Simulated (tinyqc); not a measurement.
# Trench capacitor in an array: capacitance, non-linearity, leakage and relaxation: cell against the film thickness

A film between two metal electrodes, each interface adding a series capacitance ci. The small-signal permittivity is ek (1 + aq E^2); the field is found with the linear permittivity. Leakage J = J0 sinh(E/Ef). After a voltage step the film passes a relaxation current kr C V tt^(-nr), tt being the time in seconds. The sidewall is a coaxial capacitor with radii a = dm/2 - t and b = dm/2, depth AR dm; the end face is left out.

Per length 1/c = ln(b/a)/(2 pi eps0 ek) + (1/a + 1/b)/(2 pi ci); cell capacitance c AR dm; per footprint over pt^2; fields c V/(2 pi eps0 ek r) at r = a and b; resistance of the inner electrode rho AR dm/(pi a^2); time constant R C/3 of the distributed line.

Values chosen for this exercise; permittivity of the order of that of zirconium oxide:
- ek = 38.2 (relative permittivity of the film)
- ci = 1000 uF/cm^2 (capacitance of each electrode interface (dead layer and screening))
- V = 2.3 V (bias)
- dm = 79 nm (diameter of the hole)
- AR = 70 (aspect ratio, depth over diameter)
- pt = 150 nm (pitch of the square array)
- rho = 230 uohm cm (resistivity of the inner electrode)

Constants: eps0 = 8.8541878128e-14 F/cm where lengths are in cm. Results are converted to the units shown.

Results:
```
t (nm)  cell capacitance (fF)  per footprint (uF/cm^2)  field at a (MV/cm)  field at b (MV/cm)  R (kohm)  R C/3 (ps)
3.7                    117.34                   521.52              6.4147              5.8138    3.1589      123.56
4.9                    87.519                   388.97              4.9504              4.3363    3.3818      98.658
6.7                    62.591                   278.18              3.7347              3.1012    3.7632      78.514
12                     32.268                   143.41              2.2964              1.5988    5.3535      57.583
16                     22.531                   100.14              1.8764              1.1163    7.3311      55.059
22                     14.386                   63.940              1.6089             0.71280    13.220      63.396
```

Estimate the missing row, t = 9 nm.

Computed row:
```
t (nm)  cell capacitance (fF)  per footprint (uF/cm^2)  field at a (MV/cm)  field at b (MV/cm)  R (kohm)  R C/3 (ps)
9                      45.107                   200.48              2.8944              2.2349    4.3521      65.437
```

With this row back in the table: As t goes from 3.7 to 22, the cell capacitance falls from 117 to 14.4 fF, the capacitance per footprint falls from 522 to 63.9 uF/cm^2, the ratio of the two fields rises from 1.10 to 2.26 and R C/3 goes from 124 through a minimum of 55.1 (at t = 16 among the rows listed) to 63.4 ps; the time constant goes as t^(-0.80) between the first two rows and t^(0.44) between the last two.

Numbers from tinyqc (`OMP_NUM_THREADS=1 python tinyqc.py 2102068 2102069 out.jsonl`; about 0.01 s on one thread of a shared Intel Xeon 2.30GHz).
